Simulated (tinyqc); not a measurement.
# Voltage acceleration of oxide breakdown, four models on the same data, step by step

Numbers from tinyqc (`OMP_NUM_THREADS=1 python tinyqc.py 2070156 2070157 out.jsonl`; about 0.01 s on one thread of a shared Intel Xeon 2.30GHz). Printed values are rounded.

Field E = V/tox in MV/cm. Models: ln(t63/1 s) = a - c X with X = E (E model), -1/E (1/E model), ln V (power law, c the exponent n) or sqrt(E).

Parameters, values chosen for the exercise: oxide thickness tox = 4.5 nm; use voltage Vu = 2.8 V; stress temperature Ts = 423 K; use temperature Tu = 378 K; activation energy Ea = 0.89 eV; factor for area and percentile ks = 4.2e-5.

Constants: q = 1.602176634e-19 C, kB = 1.380649e-23 J/K. Results are converted to the units shown.

Range of the model: All four laws are empirical fits; none is established far below the stress range.

## Fitting the models

V, stress 0 to 2 (V): [4.71, 5.34, 6.5]
t63, stress 0 to 2 (s): [77160, 490, 0.1777]

The three stress times were made with the power model, c = 40.3, and are treated as data. For each model fit ln t63 on X by least squares over the three points.

c, model E to sqrt E: [3.23981, 495.195, 40.3003, 22.8873]
a, model E to sqrt E: [44.9578, -35.8680, 73.7065, 85.1979]
largest misfit in ln t63 (0: below 0.002), model E to sqrt E: [0.317648, 0.332452, 0.000000, 0.161113]

The worst misfit of any model is 0.33 in ln t63, a factor of 1.39 in time, comparable to the scatter of t63 from small samples, so such data hardly tell the models apart.

## Projection to use conditions

Project to Vu, multiply by exp[(Ea q/kB)(1/Tu - 1/Ts)] and by ks; ten years are 3.15576e8 s. The largest voltage for ten years solves the same relation for V.

temperature factor = 18.2960
lifetime, model E to sqrt E (years): [1.43404, 2.35794e8, 2378.06, 39.1873]
largest voltage for ten years, model E to sqrt E (V): [2.53025, 3.55920, 3.20716, 2.93557]

The lifetimes span 8.22 decades, from the E model (most cautious) to the 1/E model; the allowed voltage spans 2.53 to 3.56 V. 3 of the four models pass ten years at Vu. Lifetimes beyond a thousand years are formal extrapolations.
